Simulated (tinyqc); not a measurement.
## Scale length and barrier from the threshold roll-off

Question. For L well above Lambda the threshold falls by 2 m sqrt(A (A + Vds)) exp(-pi L/(2 Lambda)), A being the height of the source potential over the barrier top; the two values follow this form. Find Lambda and A.

Inputs (values chosen for the exercise): long-channel body factor m = 1; drain voltage Vds = 0.6 V.

threshold lowering at L = 38 and 61 nm (mV): [76.624463, 11.492951]

Answer. The ratio of the two values gives Lambda; the prefactor gives A (A + Vds), a quadratic with one positive root.

Lambda = 19.04 nm
A = 0.6300 V

Computed by the program tinyqc: `OMP_NUM_THREADS=1 python tinyqc.py 2420037 2420038 out.jsonl`, one thread of a shared Intel Xeon 2.30GHz, about 0.01 s for the whole run.
